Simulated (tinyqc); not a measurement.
Size effects in the resistivity of thin metal films and interconnect lines: one step, computed by the program tinyqc.

Electrons lose their drift at surfaces (a share 1 - p of the hits) and at grain boundaries (reflection R), besides bulk scattering. The line sits in a trench with a non-conducting liner on both walls and the bottom; the spacing equals the drawn width.

Problem. Grain boundaries. Mayadas-Shatzkes: alpha = (lambda/D) R/(1 - R); rho_b/rho = 1 - 3 alpha/2 + 3 alpha^2 - 3 alpha^3 ln(1 + 1/alpha).

Inputs (values chosen for the exercise, modelled on cobalt): bulk mean free path lambda = 11.1 nm; grain-boundary reflection R = 0.3.

Geometry: line.

grain size D = 9.12 nm

Give: alpha; rho/rho_b from grains.

Solution.

alpha = 0.5216

rho/rho_b from grains = 1.730

The linear estimate 1 + 3 alpha/2 gives 1.782, 3 % high; at large alpha the slope is 4/3.
